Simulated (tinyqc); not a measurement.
From a target to a composition: alloy A(1-x)B(x) by interpolation with bowing. Three cases, with inputs chosen for the exercise.

Problem. An alloy A(1-x)B(x) has the gap E(x) = (1 - x) E_A + x E_B - C1 x (1 - x) at Gamma, C1 the first entry of C. Which x puts hc/E at the given wavelength, and what is the mismatch (a_sub - a(x))/a(x) to a substrate of A, with Vegard for a(x)?

Constants: hc = 1239.841984 eV nm.

Find: target gap; x; mismatch.

Method. Solve C1 x^2 + (E_B - E_A - C1) x + E_A - hc/wavelength = 0; the gap is monotonic in x because |E_B - E_A| > C1, so one root lies between 0 and 1. Whether Gamma is the lowest valley there, and whether such a mismatch can be grown coherently, are separate questions.

Case 1.

Values chosen (out of a larger set: A near Ge, B near Si; not measured data): a = (5.655, 5.438) angstrom (lattice constant of A, B); Eg = (0.902, 4.137) eV (gap at Gamma to the s-like level of A, B); C = (0.228, 0.242, 0) eV (bowing of the Gamma, X and L gaps).

wavelength = 956.105 nm

Solution.

target gap = 1.2968 eV
x = 0.130
mismatch = 0.501 %

Case 2.

Values chosen (out of a larger set: A near AlAs, B near GaAs; not measured data): a = (5.669, 5.655) angstrom (lattice constant of A, B); Eg = (3.131, 1.504) eV (gap at Gamma to the s-like level of A, B); C = (0.401, 0.06, 0.05) eV (bowing of the Gamma, X and L gaps).

wavelength = 547.048 nm

Solution.

target gap = 2.2664 eV
x = 0.470
mismatch = 0.116 %

Case 3.

Values chosen (out of a larger set: A near GaP, B near GaAs; not measured data): a = (5.449, 5.659) angstrom (lattice constant of A, B); Eg = (2.903, 1.53) eV (gap at Gamma to the s-like level of A, B); C = (0.182, 0.298, 0.257) eV (bowing of the Gamma, X and L gaps).

wavelength = 617.187 nm

Solution.

target gap = 2.0089 eV
x = 0.620
mismatch = -2.334 %

Computed by tinyqc, one run a case: `OMP_NUM_THREADS=1 python tinyqc.py N N+1 out.jsonl` with N = 1050569, 1050570, 1050571; one thread of a shared Intel(R) Xeon(R) Processor @ 2.30GHz, about 0.01 s a run at most.
